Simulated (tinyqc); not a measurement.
# Thermal and gravitational stress in a wafer during furnace and rapid thermal processing, and the onset of slip, step by step

A worked calculation. Computed by tinyqc, a small Python program that keeps every step. Command: `OMP_NUM_THREADS=1 python tinyqc.py 3006523 3006524 out.jsonl slip walk`. One thread of a shared host (Intel(R) Xeon(R) Processor @ 2.30GHz), about 0.01 s of CPU time with the checks. Intermediate numbers are printed to about 5 digits and carried at full precision; extremes and crossings named in words are read from the listed rows.

A thin free disc in plane stress, isotropic; T(r) = T_centre + dT (r/R)^n with n = 2. Stress is positive in tension; sigma_SB = 5.670374419e-8 W/(m^2 K^4), g = 9.80665 m/s^2.

Inputs (values chosen for the exercise, modelled on silicon):
```
quantity                              value        unit
wafer radius R                          150          mm
thickness t                             775  micrometre
Young's modulus E                       158         GPa
Poisson ratio nu                       0.24           -
expansion alpha                        4.29      1e-6/K
edge less centre temperature dT          21           K
temperature T                          1100           K
prefactor A of the critical stress  0.00021         MPa
energy U of the critical stress        1.03          eV
density rho                            2330      kg/m^3
heat capacity c                         971    J/(kg K)
conductivity k                         25.6     W/(m K)
wafer spacing s                         8.3          mm
ramp rate                               6.1       K/min
radius of the support ring over R      0.59           -
```

Temperature profile: parabolic.

Constants: k_B = 8.617333262e-05 eV/K.

## Thermal stress

With x = r/R: s_rr = alpha E dT (1 - x^n)/(n + 2), s_tt = alpha E dT [1 - (n + 1) x^n]/(n + 2).

Temperature and stresses at r/R = 0, 0.3, 0.5, 0.7, 0.8, 0.9, 0.95, 1:
```
r/R   T - T_centre (K)  s_rr (MPa)  s_tt (MPa)
0.00            0.0000      3.5586      3.5586
0.30            1.8900      3.2383      2.5977
0.50            5.2500      2.6689      0.8896
0.70           10.2900      1.8149     -1.6725
0.80           13.4400      1.2811     -3.2739
0.90           17.0100      0.6761     -5.0887
0.95           18.9525      0.3470     -6.0762
1.00           21.0000      0.0000     -7.1171
```

hoop stress at the edge = -7.11711 MPa

r/R where s_tt = 0 = 0.57735

The hot edge is squeezed; the edge stress is n times that at the centre in size.

## Resolved stress round the edge

At the edge the stress is uniaxial along the tangent d = (cos phi, sin phi, 0) of a (001) wafer; the Schmid factor is the largest |(d.n)(d.b)| over the twelve {111}<110> systems.

Schmid factor and resolved stress at phi = 0, 7.5, 15, 22.5, 30, 37.5 and 45 degrees from [100]:
```
phi from [100] (degrees)  Schmid factor  resolved stress (MPa)
0.0                             0.40825                 2.9055
7.5                             0.45412                 3.2321
15.0                            0.48296                 3.4373
22.5                            0.49280                 3.5073
30.0                            0.48296                 3.4373
37.5                            0.45412                 3.2321
45.0                            0.40825                 2.9055
```

The factor is 1/sqrt(6) = 0.408 along <100> and <110> and peaks at 0.4928 at 22.5 degrees, so slip, if any, starts at eight places between these directions.

## Slip criterion

Critical resolved stress tau_c = A exp(U/(k_B T)), a form chosen for the exercise; slip when 0.492799 |s_tt(R)| > tau_c; allowed |dT| = tau_c (n + 2)/(0.492799 n alpha E).

critical stress tau_c = 10.997 MPa

resolved over critical stress = 0.31893

allowed |dT| = 65.846 K

No slip; the margin is a factor 3.1.

## Ramp rate in a batch furnace

In a stack heated from the rim, heat flows inward by conduction and by radiation between wafers: k_eff = k + (16/3) sigma_SB T^3 s^2/t (a diffusion estimate with the spacing as path length). A steady ramp gives the parabolic lag dT = rho c (ramp) R^2/(4 k_eff); the allowed ramp uses n = 2.

k_eff = 61.380 W/(m K)

lag of the centre = 21.079 K

allowed ramp rate = 19.055 K/min

Radiation carries 58 % of the inward flow. The ramp is 0.32 of the allowed one.

## Gravity

Own weight q = rho g t on a ring of radius b R, x = r/R: moments of an edge-supported plate, M_r = q R^2 (3 + nu)(1 - x^2)/16 and M_t = q R^2 [(3 + nu) - (1 + 3 nu) x^2]/16, less the uniform moment inside the ring load, q R^2 [(1 - nu)(1 - b^2) - 2 (1 + nu) ln b]/8; stress at the lower face = 6 M/t^2.

stress at the centre = -0.091532 MPa

radial stress at the ring = -0.37210 MPa

hoop stress at the ring = -0.24048 MPa

The largest of these is 0.017 tau_c when halved for shear. Point supports give far higher local stress than a ring.

## Position of the support ring

The formulas are those given above.

Stress at the lower face (MPa):
```
b       centre  radial at ring  hoop at ring  largest in size
0.40  -0.64221        -0.77117      -0.71067          0.77117
0.50  -0.33285        -0.53435      -0.43982          0.53435
0.60  -0.06629        -0.35645      -0.22033          0.35645
0.65   0.05610        -0.28443      -0.12468          0.28443
0.70   0.17306        -0.22188      -0.03660          0.22188
0.75   0.28561        -0.16777       0.04493          0.28561
0.80   0.39454        -0.12130       0.12070          0.39454
0.90   0.60415        -0.04871       0.25757          0.60415
1.00   0.80600         0.00000       0.37812          0.80600
```

Among these rows the largest stress is least, 0.222 MPa, for a ring at 0.7 R, 3.6 times below edge support: the overhang balances the sag of the centre. All values scale as R^2/t.

## Limits against temperature

The formulas are those given above.

For the parabolic profile:
```
T (K)  tau_c (MPa)  allowed |dT| (K)  k_eff (W/(m K))  allowed ramp (K/min)
1050        18.450            110.47            56.72                29.542
1125         8.638             51.72            63.88                15.576
1200         4.447             26.62            72.05                 9.044
1275         2.475             14.82            81.32                 5.681
1350         1.470              8.80            91.74                 3.808
1425         0.923              5.52           103.39                 2.693
1500         0.607              3.63           116.33                 1.992
```

From 1050 to 1500 K the allowed difference falls 30 times and the allowed ramp 15 times; radiation, which grows as T^3, gives back a factor 2.05. Ramps must slow as the wafer gets hotter.

Checks made by the program: force balance: the hoop stress integrates to zero (added to the edge stress) (relative difference below 1e-10).
